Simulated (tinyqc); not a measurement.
Inside a calculation: graded (staircase) quantum well by finite differences. Values are carried at full precision from step to step, so a last printed digit may differ when a step is redone from the rounded ones.

Finite differences on points z_i at the centres of cells of width h: H_ii = (c/h^2)(1/m_(i-1/2) + 1/m_(i+1/2)) + V_i, H_(i,i+1) = -(c/h^2)/m_(i+1/2), where m_(i+1/2) is the mean of the masses at the two points (the end values are repeated outwards), psi = 0 on the points beyond both ends, c = hbar^2/2m0. The field adds e F (z - z0) with z0 the middle of the structure; 1 kV/cm = 1e-5 eV/angstrom.

Constants: hbar^2/2m0 = 3.80998211 eV angstrom^2.

Parameters, chosen for this exercise (near those of an InGaAs well in InP; shifted at random, so the results belong to these values and not to a real crystal): layers = ((57, 0.254, 0.0815), (19, 0.113, 0.0589), (19, 0.028, 0.0453), (19, 0, 0.0408), (19, 0.028, 0.0453), (19, 0.113, 0.0589), (57, 0.254, 0.0815)) (each layer: thickness in angstrom, band edge in eV, mass in m0); F = 59 kV/cm (field along z); h = 19 angstrom (cell width of the coarse grid); hf = 1.1875 angstrom (cell width of the fine grid).

## The coarse grid

List the points, the potential with the field, and the masses.

Grid:

| i | z (angstrom) | V (eV) | m (m0) |
|---|---|---|---|
| 1 | 9.5 | 0.1979 | 0.0815 |
| 2 | 28.5 | 0.2092 | 0.0815 |
| 3 | 47.5 | 0.2204 | 0.0815 |
| 4 | 66.5 | 0.0906 | 0.0589 |
| 5 | 85.5 | 0.0168 | 0.0453 |
| 6 | 104.5 | 0.0000 | 0.0408 |
| 7 | 123.5 | 0.0392 | 0.0453 |
| 8 | 142.5 | 0.1354 | 0.0589 |
| 9 | 161.5 | 0.2876 | 0.0815 |
| 10 | 180.5 | 0.2988 | 0.0815 |
| 11 | 199.5 | 0.3100 | 0.0815 |

## The tridiagonal Hamiltonian

Form the diagonal and the neighbouring elements; V in the grid already includes the field.

diagonal H_ii (eV): 0.4569  0.4682  0.5002  0.4435  0.4645  0.4903  0.4869  0.4883  0.5675  0.5578  0.5690

H_(i,i+1) (eV): -0.1295  -0.1295  -0.1503  -0.2026  -0.2452  -0.2452  -0.2026  -0.1503  -0.1295  -0.1295

## Lowest levels on the coarse grid

Diagonalise the symmetric tridiagonal matrix; give the three lowest levels and the weights u_i^2 (sum 1) of the two lowest.

levels (eV): 0.0688  0.2128  0.2912

weights on the points:
```
             1      2      3      4      5      6      7      8      9     10     11
level 1  0.000  0.002  0.017  0.112  0.274  0.322  0.205  0.061  0.006  0.001  0.000
level 2  0.020  0.070  0.145  0.251  0.083  0.014  0.178  0.183  0.046  0.009  0.001
```

## Halving the cell width

The same with h, h/2, ..., h/32. The end points move with h, since psi vanishes half a cell beyond the structure. Richardson value (4 E(h/32) - E(h/16))/3.

Convergence:

| cell (angstrom) | points | E1 (eV) | E2 (eV) | E1 - finest (meV) |
|---|---|---|---|---|
| 19.0000 | 11 | 0.06877 | 0.21276 | -3.948 |
| 9.5000 | 22 | 0.07165 | 0.21890 | -1.063 |
| 4.7500 | 44 | 0.07244 | 0.22076 | -0.272 |
| 2.3750 | 88 | 0.07265 | 0.22138 | -0.067 |
| 1.1875 | 176 | 0.07270 | 0.22162 | -0.014 |
| 0.5938 | 352 | 0.07271 | 0.22171 | 0.000 |

Richardson values of E1, E2 (eV): 0.07272  0.22175

The coarse grid is 3.9 meV too low in E1. The last differences between rows shrink by a factor 3.8 (4 for a pure h^2 error, 2 for one linear in h).

## Positions and dipoles on the fine grid

With h sum psi^2 = 1: <z - z0> of three levels, |z_12| and |z_13|, the mass m1 from 1/m1 = <1|1/m|1>, and f_1j = (m1/c)(E_j - E_1) z_1j^2.

levels (eV): 0.0727  0.2216  0.3165

<z - z0> (angstrom): -4.1  -12.0  -23.3

|z_12|, |z_13| (angstrom): 22.68  3.19

m1 = 0.0466 m0

f_12, f_13: 0.936  0.030

Parity is broken, so the 1-3 transition is allowed, with 0.032 times the strength of 1-2. E2 - E1 = 148.9 meV, a wavelength of 8.3 micrometre (hc = 1239.841984 eV nm). Level 2 lies above the lowest point of the outer barriers, so it is a resonance or a state of the finite grid, and values that rest on it depend on the ends of the grid.

## Checks

- E1 at zero field on the grid h/32 against transfer matrices between the same hard ends, eV: both 0.0739.

Computed by tinyqc, a small Python program: `OMP_NUM_THREADS=1 python tinyqc.py 1280112 1280113 out.jsonl` (the numbers bound the seed that draws the inputs); one thread of a shared host (Intel(R) Xeon(R) Processor @ 2.30GHz), about 0.02 s for the whole set of steps.
